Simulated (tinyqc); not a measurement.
# Surface Green function of a square-lattice strip three rows wide, Sancho-Rubio decimation: densities of states against energy

A semi-infinite lead of cells 0, 1, 2, ... with H0 inside a cell and H1 = <cell i|H|cell i + 1>. A cell is one column of three sites. z = E + i eta.

Start with e_s = e = H0, a = H1, b = H1^dagger. Each round: g = (z - e)^(-1); e_s <- e_s + a g b; e <- e + a g b + b g a; a <- a g a; b <- b g b (all with the old a, b). Round k joins cells 2^k apart. Stop when the largest entry of the matrices a and b is below 1e-12 eV; g_s = (z - e_s)^(-1), bulk (z - e)^(-1), density of states -Im Tr/pi. Here eta = 0.002 eV. Open modes are the crossings of E with the bands of H0 + H1 exp(ik) + H1^dagger exp(-ik) for 0 < k < pi.

H0 (eV):
```
	1	2	3
1	-0.07	-1.14	0
2	-1.14	0.11	-1.14
3	0	-1.14	0.6
```

H1 (eV):
```
	1	2	3
1	-1	0	0
2	0	-1	0
3	0	0	-1
```

Densities of states against energy:
```
E (eV)	open modes	rounds	surface (1/eV)	bulk (1/eV)
-3.8	0	6	3.6300e-4	9.0671e-4
-3.07	1	14	0.18818	0.26906
-2.34	1	15	0.28558	0.17775
-1.61	2	15	0.43031	0.60611
-0.88	2	15	0.56594	0.36011
0.57	2	15	0.56139	0.40123
1.3	2	15	0.57778	0.35196
2.03	2	15	0.46407	0.50279
2.76	1	15	0.28251	0.17980
3.49	1	14	0.17953	0.28203
4.22	0	6	3.4074e-4	7.9089e-4
```

Read the table: what changes, and by how much?

The bands of the infinite lead run over -3.46 to 0.542, -1.74 to 2.26, -0.161 to 3.84 eV. The rounds lie between 6 and 15, 6.0 on average outside the bands and 14.8 inside. The surface density of states is largest at E = 1.3 eV among the rows (0.578 1/eV, bulk 0.352).

Program tinyqc, `OMP_NUM_THREADS=1 python tinyqc.py 2680045 2680046 out.jsonl`; Intel Xeon 2.30GHz, shared host, one thread, about 0.07 s.
